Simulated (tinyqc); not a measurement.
Worked calculation (part 2 of 3): UHF in the 6-31g basis, for H3, spin multiplicity 2. Computed by tinyqc, a small Python program that keeps every step (integrals from PySCF). Command: `OMP_NUM_THREADS=1 python tinyqc.py 20898 20899 out.jsonl` (the two numbers bound the seeds that draw the settings). One thread of a shared host (Intel(R) Xeon(R) Processor @ 2.60GHz), about 0.1 s of CPU time with the checks.

Geometry (angstrom):
```
atom         x         y          z
H     0.000000  0.000000   0.000000
H     0.000000  0.000000   1.318000
H     0.000000  1.140000  -0.662000
```

## Iteration 2: diagonalisation and new density

extrapolated F(alpha) (hartree), order 1H 1s, 1H 2s, 2H 1s, 2H 2s, 3H 1s, 3H 2s:
```
[[0.171114, -0.379383, -0.246645, -0.296154, -0.246496, -0.296048],
 [-0.379383, -0.346500, -0.335472, -0.328544, -0.335384, -0.328482],
 [-0.246645, -0.335472, -0.057535, -0.509384, 0.013457, -0.078101],
 [-0.296154, -0.328544, -0.509384, -0.364767, -0.078095, -0.148701],
 [-0.246496, -0.335384, 0.013457, -0.078095, -0.057639, -0.509441],
 [-0.296048, -0.328482, -0.078101, -0.148701, -0.509441, -0.364793]]
```

extrapolated F(beta) (hartree), order 1H 1s, 1H 2s, 2H 1s, 2H 2s, 3H 1s, 3H 2s:
```
[[0.065068, -0.447103, -0.226303, -0.311312, -0.226160, -0.311207],
 [-0.447103, -0.357078, -0.242966, -0.279945, -0.242827, -0.279840],
 [-0.226303, -0.242966, 0.362734, -0.204455, -0.054580, -0.125982],
 [-0.311312, -0.279945, -0.204455, -0.128869, -0.125951, -0.194334],
 [-0.226160, -0.242827, -0.054580, -0.125951, 0.362914, -0.204289],
 [-0.311207, -0.279840, -0.125982, -0.194334, -0.204289, -0.128697]]
```

X, order 1H 1s, 1H 2s, 2H 1s, 2H 2s, 3H 1s, 3H 2s:
```
[[-0.826475, 0.000083, 0.824152, 0.714774, -0.000070, 0.234580],
 [1.945573, -0.000110, -0.521384, 0.258327, -0.000021, 0.331732],
 [0.353667, 0.860211, 0.731907, -0.443947, -0.443647, 0.177645],
 [-1.101260, -1.032495, -0.534912, -0.182634, -0.369603, 0.262109],
 [0.353542, -0.860304, 0.731912, -0.443735, 0.443792, 0.177598],
 [-1.100886, 1.032655, -0.534880, -0.182499, 0.369740, 0.262061]]
```

Diagonalise F' = X^T F X, C = X C', fill 2 alpha and 1 beta electrons from the bottom; D(s) = C_occ C_occ^T. Each column has its largest component positive (the first on a tie).

F' = X^T F X (alpha) (hartree):
```
[[0.786604, 0.000016, -0.090226, -0.403328, 0.000013, -0.007058],
 [0.000016, 0.966591, -0.000005, -0.000047, -0.231631, 0.000003],
 [-0.090226, -0.000005, 0.999727, -0.001400, 0.000003, -0.050428],
 [-0.403328, -0.000047, -0.001400, 0.365416, 0.000013, 0.083393],
 [0.000013, -0.231631, 0.000003, 0.000013, -0.370028, -0.000026],
 [-0.007058, 0.000003, -0.050428, 0.083393, -0.000026, -0.577699]]
```

orbital energies (alpha) (hartree): [-0.587132, -0.409031, 0.124268, 0.942561, 1.005593, 1.094351]

coefficients C (alpha), order 1H 1s, 1H 2s, 2H 1s, 2H 2s, 3H 1s, 3H 2s:
```
[[0.207156, -0.000082, 0.242265, 0.073339, -0.000537, -1.349531],
 [0.248376, -0.000109, 1.235701, -0.497927, 0.000533, 1.548321],
 [0.234001, -0.294691, -0.129396, -0.901907, -0.922259, -0.062138],
 [0.285157, -0.535932, -0.739691, 0.927151, 0.956946, -0.335525],
 [0.234034, 0.294746, -0.129343, -0.902376, 0.921728, -0.062951],
 [0.285231, 0.536056, -0.739289, 0.927599, -0.956771, -0.334664]]
```

F' = X^T F X (beta) (hartree):
```
[[0.800155, 0.000011, -0.064796, -0.402244, 0.000013, -0.012669],
 [0.000011, 1.036160, -0.000030, -0.000040, -0.290593, -0.000009],
 [-0.064796, -0.000030, 1.055555, -0.093812, 0.000057, 0.016155],
 [-0.402244, -0.000040, -0.093812, 0.450892, -0.000026, -0.127255],
 [0.000013, -0.290593, 0.000057, -0.000026, 0.130835, 0.000082],
 [-0.012669, -0.000009, 0.016155, -0.127255, 0.000082, -0.460586]]
```

orbital energies (beta) (hartree): [-0.482063, 0.045588, 0.190839, 1.065907, 1.071333, 1.121408]

coefficients C (beta), order 1H 1s, 1H 2s, 2H 1s, 2H 2s, 3H 1s, 3H 2s:
```
[[0.297734, -0.000032, 0.198271, -0.796545, -1.079711, 0.001033],
 [0.484369, -0.000208, 1.147519, 1.231111, 1.080197, -0.001050],
 [0.126530, 0.183619, -0.099697, 0.739848, -0.562893, -0.949901],
 [0.161626, 0.645389, -0.863026, -0.893923, 0.175746, 0.886657],
 [0.126419, -0.183617, -0.099697, 0.739936, -0.561200, 0.950851],
 [0.161490, -0.645387, -0.862898, -0.893908, 0.174134, -0.886860]]
```

D(alpha) after iteration 2, order 1H 1s, 1H 2s, 2H 1s, 2H 2s, 3H 1s, 3H 2s:
```
[[0.042914, 0.051453, 0.048499, 0.059116, 0.048457, 0.059043],
 [0.051453, 0.061690, 0.058152, 0.070885, 0.058096, 0.070786],
 [0.048499, 0.058152, 0.141599, 0.224662, -0.032095, -0.091227],
 [0.059116, 0.070885, 0.224662, 0.368538, -0.091227, -0.205954],
 [0.048457, 0.058096, -0.032095, -0.091227, 0.141647, 0.224754],
 [0.059043, 0.070786, -0.091227, -0.205954, 0.224754, 0.368713]]
```

D(beta) after iteration 2, order 1H 1s, 1H 2s, 2H 1s, 2H 2s, 3H 1s, 3H 2s:
```
[[0.088645, 0.144213, 0.037672, 0.048122, 0.037639, 0.048081],
 [0.144213, 0.234614, 0.061287, 0.078287, 0.061234, 0.078221],
 [0.037672, 0.061287, 0.016010, 0.020451, 0.015996, 0.020433],
 [0.048122, 0.078287, 0.020451, 0.026123, 0.020433, 0.026101],
 [0.037639, 0.061234, 0.015996, 0.020433, 0.015982, 0.020415],
 [0.048081, 0.078221, 0.020433, 0.026101, 0.020415, 0.026079]]
```

## Iteration 3: building the Fock matrix

core Hamiltonian H = T + V (hartree), order 1H 1s, 1H 2s, 2H 1s, 2H 2s, 3H 1s, 3H 2s:
```
[[-1.060434, -1.010373, -0.241484, -0.502663, -0.241301, -0.502501],
 [-1.010373, -1.165377, -0.471223, -0.749594, -0.471057, -0.749434],
 [-0.241484, -0.471223, -0.890649, -0.898972, -0.007896, -0.113913],
 [-0.502663, -0.749594, -0.898972, -1.013680, -0.113907, -0.311112],
 [-0.241301, -0.471057, -0.007896, -0.113907, -0.890566, -0.898918],
 [-0.502501, -0.749434, -0.113913, -0.311112, -0.898918, -1.013618]]
```

nuclear repulsion = 1.03453171 hartree

Given earlier and not repeated: Two-electron integrals (ij|kl) in chemists' order.

J_ij = sum D_kl (ij|kl) with D = D(alpha) + D(beta), K_ij = sum D_kl (ik|jl) for each spin; F = H + J - K(s); E = tr D H + tr D J / 2 - 0.5 sum_s tr D(s) K(s) + E_nn.

Coulomb J (hartree), order 1H 1s, 1H 2s, 2H 1s, 2H 2s, 3H 1s, 3H 2s:
```
[[1.552985, 0.954784, 0.152478, 0.426409, 0.152333, 0.426256],
 [0.954784, 1.227545, 0.399240, 0.740073, 0.399082, 0.739903],
 [0.152478, 0.399240, 1.405550, 0.858259, 0.002519, 0.079498],
 [0.426409, 0.740073, 0.858259, 1.101480, 0.079493, 0.275353],
 [0.152333, 0.399082, 0.002519, 0.079493, 1.405469, 0.858210],
 [0.426256, 0.739903, 0.079498, 0.275353, 0.858210, 1.101428]]
```

exchange K(alpha) (hartree), order 1H 1s, 1H 2s, 2H 1s, 2H 2s, 3H 1s, 3H 2s:
```
[[0.286000, 0.296805, 0.152254, 0.207291, 0.152136, 0.207188],
 [0.296805, 0.388260, 0.263502, 0.312853, 0.263419, 0.312777],
 [0.152254, 0.263502, 0.585195, 0.477373, -0.015635, 0.046125],
 [0.207291, 0.312853, 0.477373, 0.457873, 0.046120, 0.113002],
 [0.152136, 0.263419, -0.015635, 0.046120, 0.585310, 0.477439],
 [0.207188, 0.312777, 0.046125, 0.113002, 0.477439, 0.457911]]
```

exchange K(beta) (hartree), order 1H 1s, 1H 2s, 2H 1s, 2H 2s, 3H 1s, 3H 2s:
```
[[0.462032, 0.413652, 0.136982, 0.242123, 0.136867, 0.242018],
 [0.413652, 0.430091, 0.164707, 0.269311, 0.164568, 0.269187],
 [0.136982, 0.164707, 0.138676, 0.152123, 0.045072, 0.086429],
 [0.242123, 0.269311, 0.152123, 0.207554, 0.086398, 0.154289],
 [0.136867, 0.164568, 0.045072, 0.086398, 0.138491, 0.151952],
 [0.242018, 0.269187, 0.086429, 0.154289, 0.151952, 0.207381]]
```

F(alpha) (hartree), order 1H 1s, 1H 2s, 2H 1s, 2H 2s, 3H 1s, 3H 2s:
```
[[0.206551, -0.352395, -0.241260, -0.283545, -0.241104, -0.283433],
 [-0.352395, -0.326092, -0.335486, -0.322374, -0.335394, -0.322308],
 [-0.241260, -0.335486, -0.070294, -0.518085, 0.010258, -0.080541],
 [-0.283545, -0.322374, -0.518085, -0.370073, -0.080534, -0.148761],
 [-0.241104, -0.335394, 0.010258, -0.080534, -0.070407, -0.518148],
 [-0.283433, -0.322308, -0.080541, -0.148761, -0.518148, -0.370101]]
```

F(beta) (hartree), order 1H 1s, 1H 2s, 2H 1s, 2H 2s, 3H 1s, 3H 2s:
```
[[0.030520, -0.469242, -0.225988, -0.318377, -0.225834, -0.318263],
 [-0.469242, -0.367923, -0.236691, -0.278832, -0.236543, -0.278718],
 [-0.225988, -0.236691, 0.376225, -0.192836, -0.050449, -0.120845],
 [-0.318377, -0.278832, -0.192836, -0.119754, -0.120812, -0.190048],
 [-0.225834, -0.236543, -0.050449, -0.120812, 0.376412, -0.192660],
 [-0.318263, -0.278718, -0.120845, -0.190048, -0.192660, -0.119572]]
```

total energy of this density = -1.54484422 hartree

## Iteration 3: DIIS over 3 matrices

error matrix X^T (FDS - SDF) X (alpha):
```
[[0.000000, 0.000001, 0.000194, 0.000177, 0.000003, 0.003976],
 [-0.000001, 0.000000, 0.000000, -0.000001, 0.002474, 0.000001],
 [-0.000194, 0.000000, 0.000000, -0.001137, -0.000001, 0.003424],
 [-0.000177, 0.000001, 0.001137, 0.000000, 0.000007, 0.026443],
 [-0.000003, -0.002474, 0.000001, -0.000007, 0.000000, -0.000001],
 [-0.003976, -0.000001, -0.003424, -0.026443, 0.000001, 0.000000]]
```

B (overlaps of the stored error matrices):
```
[[1.7098383e-01, 2.4355527e-02, 4.7473118e-03],
 [2.4355527e-02, 7.9572109e-03, 4.0801482e-03],
 [4.7473118e-03, 4.0801482e-03, 2.8965637e-03]]
```

Minimise |sum c_i e_i|^2 with sum c_i = 1: solve [B -1; -1 0][c; lambda] = [0; -1] with B_ij = tr e_i^T e_j summed over both spins, and take F = sum c_i F_i.

DIIS coefficients: [0.162844, -1.553352, 2.390508]

extrapolated F(alpha) (hartree), order 1H 1s, 1H 2s, 2H 1s, 2H 2s, 3H 1s, 3H 2s:
```
[[0.255788, -0.314613, -0.233758, -0.265964, -0.233591, -0.265844],
 [-0.314613, -0.298008, -0.335852, -0.314216, -0.335753, -0.314144],
 [-0.233758, -0.335852, -0.088528, -0.530788, 0.005506, -0.084231],
 [-0.265964, -0.314216, -0.530788, -0.378187, -0.084222, -0.149167],
 [-0.233591, -0.335753, 0.005506, -0.084222, -0.088653, -0.530857],
 [-0.265844, -0.314144, -0.084231, -0.149167, -0.530857, -0.378220]]
```

extrapolated F(beta) (hartree), order 1H 1s, 1H 2s, 2H 1s, 2H 2s, 3H 1s, 3H 2s:
```
[[-0.018782, -0.500663, -0.225516, -0.328478, -0.225348, -0.328351],
 [-0.500663, -0.383927, -0.228119, -0.277807, -0.227958, -0.277682],
 [-0.225516, -0.228119, 0.394849, -0.176882, -0.044725, -0.113795],
 [-0.328478, -0.277807, -0.176882, -0.107492, -0.113757, -0.184376],
 [-0.225348, -0.227958, -0.044725, -0.113757, 0.395047, -0.176693],
 [-0.328351, -0.277682, -0.113795, -0.184376, -0.176693, -0.107293]]
```

## Iteration 3: diagonalisation and new density

As before.

F' = X^T F X (alpha) (hartree):
```
[[0.790160, 0.000017, -0.097541, -0.409646, 0.000020, 0.001889],
 [0.000017, 0.959135, -0.000002, -0.000046, -0.228207, 0.000005],
 [-0.097541, -0.000002, 1.002630, 0.018814, -0.000001, -0.039672],
 [-0.409646, -0.000046, 0.018814, 0.375973, 0.000033, 0.146290],
 [0.000020, -0.228207, -0.000001, 0.000033, -0.392673, -0.000029],
 [0.001889, 0.000005, -0.039672, 0.146290, -0.000029, -0.552646]]
```

orbital energies (alpha) (hartree): [-0.579444, -0.430159, 0.144258, 0.932876, 0.996620, 1.118428]

coefficients C (alpha), order 1H 1s, 1H 2s, 2H 1s, 2H 2s, 3H 1s, 3H 2s:
```
[[0.168869, -0.000098, 0.233724, 0.052058, -0.000402, -1.357337],
 [0.169106, -0.000145, 1.279642, -0.472749, 0.000361, 1.531111],
 [0.250472, -0.298401, -0.111837, -0.900650, -0.921088, -0.048394],
 [0.333293, -0.532107, -0.718731, 0.925179, 0.959147, -0.341898],
 [0.250549, 0.298426, -0.111777, -0.901176, 0.920520, -0.049015],
 [0.333418, 0.532198, -0.718301, 0.925694, -0.958853, -0.341241]]
```

F' = X^T F X (beta) (hartree):
```
[[0.797165, 0.000011, -0.059610, -0.398961, 0.000013, -0.013938],
 [0.000011, 1.038803, -0.000031, -0.000041, -0.294550, -0.000009],
 [-0.059610, -0.000031, 1.049857, -0.113087, 0.000063, 0.006839],
 [-0.398961, -0.000041, -0.113087, 0.418723, -0.000014, -0.188915],
 [0.000013, -0.294550, 0.000063, -0.000014, 0.152829, 0.000108],
 [-0.013938, -0.000009, 0.006839, -0.188915, 0.000108, -0.461965]]
```

orbital energies (beta) (hartree): [-0.508845, 0.063841, 0.189349, 1.048054, 1.075222, 1.127791]

coefficients C (beta), order 1H 1s, 1H 2s, 2H 1s, 2H 2s, 3H 1s, 3H 2s:
```
[[0.339706, -0.000049, 0.192292, -1.323121, 0.158722, 0.000685],
 [0.534639, -0.000281, 1.087399, 1.655684, 0.155914, -0.000639],
 [0.108808, 0.175978, -0.103701, 0.096776, 0.926421, -0.951325],
 [0.111327, 0.652549, -0.872372, -0.492029, -0.765207, 0.881323],
 [0.108690, -0.175959, -0.103713, 0.097580, 0.925332, 0.952320],
 [0.111180, -0.652451, -0.872313, -0.492732, -0.764102, -0.881755]]
```

D(alpha) after iteration 3, order 1H 1s, 1H 2s, 2H 1s, 2H 2s, 3H 1s, 3H 2s:
```
[[0.028517, 0.028557, 0.042326, 0.056335, 0.042281, 0.056252],
 [0.028557, 0.028597, 0.042400, 0.056439, 0.042326, 0.056306],
 [0.042326, 0.042400, 0.151780, 0.242262, -0.026295, -0.075297],
 [0.056335, 0.056439, 0.242262, 0.394222, -0.075289, -0.172060],
 [0.042281, 0.042326, -0.026295, -0.075289, 0.151833, 0.242359],
 [0.056252, 0.056306, -0.075297, -0.172060, 0.242359, 0.394402]]
```

D(beta) after iteration 3, order 1H 1s, 1H 2s, 2H 1s, 2H 2s, 3H 1s, 3H 2s:
```
[[0.115400, 0.181620, 0.036963, 0.037818, 0.036922, 0.037769],
 [0.181620, 0.285839, 0.058173, 0.059520, 0.058110, 0.059441],
 [0.036963, 0.058173, 0.011839, 0.012113, 0.011826, 0.012097],
 [0.037818, 0.059520, 0.012113, 0.012394, 0.012100, 0.012377],
 [0.036922, 0.058110, 0.011826, 0.012100, 0.011813, 0.012084],
 [0.037769, 0.059441, 0.012097, 0.012377, 0.012084, 0.012361]]
```

## Iteration 4: building the Fock matrix

As before.

Coulomb J (hartree), order 1H 1s, 1H 2s, 2H 1s, 2H 2s, 3H 1s, 3H 2s:
```
[[1.555998, 0.955556, 0.152443, 0.426578, 0.152299, 0.426424],
 [0.955556, 1.227164, 0.399389, 0.739816, 0.399231, 0.739646],
 [0.152443, 0.399389, 1.408092, 0.859253, 0.002516, 0.079485],
 [0.426578, 0.739816, 0.859253, 1.101863, 0.079480, 0.275163],
 [0.152299, 0.399231, 0.002516, 0.079480, 1.408014, 0.859204],
 [0.426424, 0.739646, 0.079485, 0.275163, 0.859204, 1.101811]]
```

exchange K(alpha) (hartree), order 1H 1s, 1H 2s, 2H 1s, 2H 2s, 3H 1s, 3H 2s:
```
[[0.227862, 0.251789, 0.143448, 0.185981, 0.143323, 0.185874],
 [0.251789, 0.354745, 0.264680, 0.302541, 0.264588, 0.302458],
 [0.143448, 0.264680, 0.611701, 0.494200, -0.010593, 0.050420],
 [0.185981, 0.302541, 0.494200, 0.466156, 0.050412, 0.113279],
 [0.143323, 0.264588, -0.010593, 0.050412, 0.611817, 0.494264],
 [0.185874, 0.302458, 0.050420, 0.113279, 0.494264, 0.466189]]
```

exchange K(beta) (hartree), order 1H 1s, 1H 2s, 2H 1s, 2H 2s, 3H 1s, 3H 2s:
```
[[0.524834, 0.450855, 0.135111, 0.252611, 0.134985, 0.252494],
 [0.450855, 0.446354, 0.153314, 0.265478, 0.153168, 0.265346],
 [0.135111, 0.153314, 0.115329, 0.132305, 0.038711, 0.077858],
 [0.252611, 0.265478, 0.132305, 0.190907, 0.077824, 0.146088],
 [0.134985, 0.153168, 0.038711, 0.077824, 0.115147, 0.132133],
 [0.252494, 0.265346, 0.077858, 0.146088, 0.132133, 0.190729]]
```

F(alpha) (hartree), order 1H 1s, 1H 2s, 2H 1s, 2H 2s, 3H 1s, 3H 2s:
```
[[0.267702, -0.306606, -0.232488, -0.262066, -0.232325, -0.261950],
 [-0.306606, -0.292958, -0.336514, -0.312319, -0.336414, -0.312246],
 [-0.232488, -0.336514, -0.094258, -0.533919, 0.005214, -0.084848],
 [-0.262066, -0.312319, -0.533919, -0.377973, -0.084839, -0.149228],
 [-0.232325, -0.336414, 0.005214, -0.084839, -0.094370, -0.533978],
 [-0.261950, -0.312246, -0.084848, -0.149228, -0.533978, -0.377997]]
```

F(beta) (hartree), order 1H 1s, 1H 2s, 2H 1s, 2H 2s, 3H 1s, 3H 2s:
```
[[-0.029270, -0.505672, -0.224152, -0.328696, -0.223988, -0.328570],
 [-0.505672, -0.384567, -0.225149, -0.275255, -0.224994, -0.275135],
 [-0.224152, -0.225149, 0.402114, -0.172024, -0.044091, -0.112287],
 [-0.328696, -0.275255, -0.172024, -0.102724, -0.112251, -0.182037],
 [-0.223988, -0.224994, -0.044091, -0.112251, 0.402301, -0.171846],
 [-0.328570, -0.275135, -0.112287, -0.182037, -0.171846, -0.102536]]
```

total energy of this density = -1.55050920 hartree

## Iteration 4: DIIS over 4 matrices

error matrix X^T (FDS - SDF) X (alpha):
```
[[0.000000, 0.000000, -0.000043, 0.000651, -0.000001, -0.001317],
 [0.000000, 0.000000, 0.000000, 0.000001, 0.004293, 0.000000],
 [0.000043, 0.000000, 0.000000, -0.000153, -0.000001, -0.000218],
 [-0.000651, -0.000001, 0.000153, 0.000000, -0.000007, 0.008010],
 [0.000001, -0.004293, 0.000001, 0.000007, 0.000000, 0.000002],
 [0.001317, 0.000000, 0.000218, -0.008010, -0.000002, 0.000000]]
```

B (overlaps of the stored error matrices):
```
[[1.7098383e-01, 2.4355527e-02, 4.7473118e-03, 3.4990987e-04],
 [2.4355527e-02, 7.9572109e-03, 4.0801482e-03, 1.0735054e-03],
 [4.7473118e-03, 4.0801482e-03, 2.8965637e-03, 9.1279398e-04],
 [3.4990987e-04, 1.0735054e-03, 9.1279398e-04, 3.3117716e-04]]
```

As before.

DIIS coefficients: [-0.039223, 0.471003, -1.122663, 1.690883]

extrapolated F(alpha) (hartree), order 1H 1s, 1H 2s, 2H 1s, 2H 2s, 3H 1s, 3H 2s:
```
[[0.294698, -0.286940, -0.228770, -0.252730, -0.228606, -0.252615],
 [-0.286940, -0.278514, -0.336790, -0.307515, -0.336687, -0.307441],
 [-0.228770, -0.336790, -0.104696, -0.540356, 0.003486, -0.086403],
 [-0.252730, -0.307515, -0.540356, -0.380229, -0.086393, -0.149125],
 [-0.228606, -0.336687, 0.003486, -0.086393, -0.104804, -0.540411],
 [-0.252615, -0.307441, -0.086403, -0.149125, -0.540411, -0.380248]]
```

extrapolated F(beta) (hartree), order 1H 1s, 1H 2s, 2H 1s, 2H 2s, 3H 1s, 3H 2s:
```
[[-0.054100, -0.520494, -0.223061, -0.332431, -0.222894, -0.332302],
 [-0.520494, -0.390241, -0.219695, -0.272618, -0.219540, -0.272497],
 [-0.223061, -0.219695, 0.414343, -0.162411, -0.041458, -0.108478],
 [-0.332431, -0.272618, -0.162411, -0.094385, -0.108442, -0.177997],
 [-0.222894, -0.219540, -0.041458, -0.108442, 0.414526, -0.162236],
 [-0.332302, -0.272497, -0.108478, -0.177997, -0.162236, -0.094199]]
```
